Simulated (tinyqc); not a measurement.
# Contact resistivity and sheet resistance from two contact lengths

Problem. Rc = [sqrt(rc Rsh)/Wc] coth(Lc/(2 LT)), LT = sqrt(rc/Rsh), Wc = 60 nm; the second contact is twice as long as the first. Find LT, rc and Rsh.

Rc for Lc = 20 and 40 nm (ohm): [229.404771, 132.962202]

Solution. With t = tanh(Lc/(2 LT)) for the shorter contact, the resistance of the longer over that of the shorter is (1 + t^2)/2. Then sqrt(rc Rsh) = Rc t Wc, and rc and Rsh follow by multiplying and dividing by LT.

LT = 23.7 nm
rc = 1.30e-9 ohm cm^2
Rsh = 232 ohm

Numbers from tinyqc (`OMP_NUM_THREADS=1 python tinyqc.py 2170048 2170049 out.jsonl`; about 0.08 s on one thread of a shared Intel Xeon 2.30GHz).
